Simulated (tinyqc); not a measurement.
# Cahn-Hilliard equation on a periodic one-dimensional grid, step by step

A worked calculation. Computed by tinyqc, a small Python program that keeps every step. Command: `OMP_NUM_THREADS=1 python tinyqc.py 3014251 3014252 out.jsonl cahn walk`. One thread of a shared host (Intel(R) Xeon(R) Processor @ 2.30GHz), about 0.03 s of CPU time with the checks. Intermediate numbers are printed to about 6 digits and carried at full precision; extremes and crossings named in words are read from the listed rows.

Free energy F = h sum_j [A (c_j^2 - 1)^2/4 + (kappa/2) ((c_(j+1) - c_j)/h)^2]; dc/dt = Lap(mu), mu = A (c^3 - c) - kappa Lap(c), Lap(y)_j = (y_(j+1) - 2 y_j + y_(j-1))/h^2, mobility 1; the grid has n = 16 points.

Inputs (values chosen for the exercise, in reduced units):
```
quantity                    value  unit
spacing h                     1.2     -
well depth A                 0.89     -
gradient coefficient kappa   0.43     -
mean composition c0          0.44     -
noise amplitude              0.05     -
time step dt                 0.23     -
end time                      100     -
```

Scheme: semi-implicit Fourier.

## Linear stability

f'' = A (3 c0^2 - 1). Mode m has lambda_m = (4/h^2) sin^2(pi m/n) and the rate w_m = -lambda_m (f'' + kappa lambda_m). In the continuum the fastest wavelength is 2 pi sqrt(2 kappa/|f''|) with the rate f''^2/(4 kappa). Explicit steps near c = +-1, where f'' = 2A, are stable for dt < 2/(16 kappa/h^4 + 8 A/h^2).

f'' = -0.373088

Modes of the grid:
```
m  lambda_m       w_m
1   0.10572   0.03464
2   0.40680   0.08061
3   0.85738   0.00378
4   1.38889  -0.31130
5   1.92039  -0.86933
6   2.37098  -1.53268
7   2.67205  -2.07324
8   2.77778  -2.28155
```

fastest wavelength = 9.53945

largest rate = 0.0809271

explicit limit of dt = 0.242062

3 mode(s) grow; the fastest on the grid is m = 2, while the box holds 2.01 fastest wavelengths. dt is 0.95 of the explicit limit.

## The first step

random numbers: -0.933  0.745  0.563  -0.248  0.726  0.944  0.105  -0.241  -0.199  0.779  -0.933  -0.299  -0.141  0.059  -0.321  -0.872

Start: c_j = c0 + amplitude x (z_j - mean of z). With Fourier components y_m = sum_j y_j exp(-2 pi i j m/n): c_m(new) = [c_m - dt lambda_m N_m]/(1 + dt kappa lambda_m^2), N = A (c^3 - c), lambda_m = (4/h^2) sin^2(pi m/n).

c at the start: 0.394181  0.478081  0.468981  0.428431  0.477131  0.488031  0.446081  0.428781  0.430881  0.479781  0.394181  0.425881  0.433781  0.443781  0.424781  0.397231

mu at the start: -0.322275  -0.300470  -0.316199  -0.337965  -0.316687  -0.315116  -0.325372  -0.317247  -0.326262  -0.288550  -0.331338  -0.303180  -0.314048  -0.308520  -0.307286  -0.305066

c after one step: 0.398174  0.473781  0.468286  0.433602  0.475164  0.486383  0.447909  0.427902  0.435013  0.471577  0.401082  0.422559  0.435050  0.443570  0.424424  0.395525

F at the start = 2.77932

F after one step = 2.77862

## The run

Run to the end time; break off if |c| exceeds 3 or F has risen by more than 1e-9 in more than 30 steps. Domains = stretches with c > c0.

Course:
```
step       t        F      min c     max c  domains
0       0.00  2.77932   0.394181  0.488031        4
9       2.07  2.77722   0.391906  0.476230        3
22      5.06  2.77672   0.390921  0.474770        1
44     10.12  2.77590   0.380055  0.487643        2
65     14.95  2.77451   0.358700  0.500702        2
87     20.01  2.77150   0.320138  0.517827        2
130    29.90  2.74256   0.106610  0.573316        2
174    40.02  2.46470  -0.574413  0.772118        2
239    54.97  2.04688  -0.823380  0.944593        2
304    69.92  1.81711  -0.921369  0.932097        2
370    85.10  1.37962  -0.977503  0.882052        1
435   100.05  1.12947  -0.958466  0.964987        1
```

c at the end: -0.804016  0.298569  0.831391  0.912264  0.915819  0.910837  0.909533  0.914915  0.927503  0.945907  0.964987  0.959181  0.754633  -0.533483  -0.909574  -0.958466

F at the end = 1.12947

steps in which F rose = 0

F never rises by more than 1e-9 in a step. The count of domains goes from 4 in the noise to 1 at the end, and c spans -0.958 to 0.965.

## Interfaces

Continuum wall between c = -1 and +1: c = tanh(x/w), w = sqrt(2 kappa/A), energy s = (2/3) sqrt(2 kappa A). With two walls per domain, the estimate of F at the end is 2 x domains x s. Volume fraction of the +1 phase by the lever rule: (1 + c0)/2.

wall half width w = 0.983002

wall energy s = 0.583248

estimate of F = 1.16650

volume fraction = 0.72

w/h = 0.819168

The run ends at F = 1.1295, 0.97 of the estimate: the walls are well formed. Caution: the half width of the wall is below the grid spacing, so the wall is barely resolved and feels the grid.

Checks made by the program: conservation of the mean (relative difference below 1e-10).
